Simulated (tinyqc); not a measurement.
CCD on RHF in the sto-3g basis, for H4, spin multiplicity 1, step by step. One step of it, computed by the program tinyqc.

Task: Iteration 1: diagonalisation and new density. Diagonalise F' = X^T F X, C = X C', fill 2 alpha and 2 beta electrons from the bottom; D = 2 C_occ C_occ^T. Each column has its largest component positive (the first on a tie).

Fock matrix F (hartree), lower triangle:
```
           1H 1s      2H 1s      3H 1s      4H 1s
1H 1s  -0.348618
2H 1s  -0.579273  -0.348618
3H 1s  -0.209153  -0.194147  -0.348618
4H 1s  -0.194147  -0.209153  -0.579273  -0.348618
```

X, lower triangle:
```
           1H 1s      2H 1s      3H 1s     4H 1s
1H 1s   1.224410
2H 1s  -0.417463   1.224410
3H 1s  -0.121632   0.013206   1.224410
4H 1s   0.013206  -0.121632  -0.417463  1.224410
```

Give: F' = X^T F X; orbital energies; coefficients C; D after iteration 1.

Result:

F' = X^T F X (hartree), lower triangle:
```
        1       2       3      4
1   0.044
2  -0.589   0.044
3  -0.124   0.019   0.044
4   0.019  -0.124  -0.589  0.044
```

orbital energies (hartree): MO1 -0.650, MO2 -0.440, MO3 0.490, MO4 0.775

coefficients C:
```
         MO1     MO2     MO3     MO4
1H 1s  0.349   0.458   0.754   0.888
2H 1s  0.349   0.458  -0.754  -0.888
3H 1s  0.349  -0.458   0.754  -0.888
4H 1s  0.349  -0.458  -0.754   0.888
```

D after iteration 1, lower triangle:
```
        1H 1s   2H 1s  3H 1s  4H 1s
1H 1s   0.663
2H 1s   0.663   0.663
3H 1s  -0.175  -0.175  0.663
4H 1s  -0.175  -0.175  0.663  0.663
```
